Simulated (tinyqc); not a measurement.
From results back to parameters: polytypes by hexagonality, and a cubic inclusion as a quantum well. Five cases, with inputs chosen for the exercise.

Problem. A square well of depth V with masses m_w inside and m_b outside (first and second entry of m) binds its lowest level at the given depth below the barrier: k tan(k L/2) = (m_w/m_b) q, k = sqrt(m_w E/c), q = sqrt(m_b (V - E)/c), c = hbar^2/2m0. How many double layers wide is it?

Constants: hbar^2/2m0 = 3.80998211 eV angstrom^2.

Case 1.

Values chosen (out of a larger set: of the order of those of GaN; not measured data): m = (0.197, 0.204) m0 (electron mass along c in the cubic layer and in the host); d = 2.592 angstrom (thickness of a double layer).

V = 0.24100 eV
depth V - E = 0.03744 eV

Case 2.

Values chosen (out of a larger set: of the order of those of SiC; not measured data): m = (0.303, 0.317) m0 (electron mass along c in the cubic layer and in the host); d = 2.521 angstrom (thickness of a double layer).

V = 0.91450 eV
depth V - E = 0.27403 eV

Case 3.

Values chosen (out of a larger set: of the order of those of SiC; not measured data): m = (0.287, 0.306) m0 (electron mass along c in the cubic layer and in the host); d = 2.516 angstrom (thickness of a double layer).

V = 0.89400 eV
depth V - E = 0.73060 eV

Case 4.

Values chosen (out of a larger set: of the order of those of GaN; not measured data): m = (0.207, 0.208) m0 (electron mass along c in the cubic layer and in the host); d = 2.585 angstrom (thickness of a double layer).

V = 0.27700 eV
depth V - E = 0.15471 eV

Case 5.

Values chosen (out of a larger set: of the order of those of InP; not measured data): m = (0.078, 0.079) m0 (electron mass along c in the cubic layer and in the host); d = 3.395 angstrom (thickness of a double layer).

V = 0.12500 eV
depth V - E = 0.05860 eV

Find: k; q; L; N.

Solution. L = (2/k) arctan((m_w/m_b) q/k), and N = L/d.

Case 1.

k = 0.1026 1/angstrom
q = 0.0448 1/angstrom
L = 7.78 angstrom
N = 3.0

Case 2.

k = 0.2257 1/angstrom
q = 0.1510 1/angstrom
L = 5.04 angstrom
N = 2.0

Case 3.

k = 0.1109 1/angstrom
q = 0.2422 1/angstrom
L = 20.13 angstrom
N = 8.0

Case 4.

k = 0.0815 1/angstrom
q = 0.0919 1/angstrom
L = 20.68 angstrom
N = 8.0

Case 5.

k = 0.0369 1/angstrom
q = 0.0349 1/angstrom
L = 40.74 angstrom
N = 12.0

Computed by tinyqc, one run a case: `OMP_NUM_THREADS=1 python tinyqc.py N N+1 out.jsonl` with N = 1880762, 1880845, 1880852, 1880861, 1880870; one thread of a shared Intel(R) Xeon(R) Processor @ 2.30GHz, about 0.08 s a run at most.
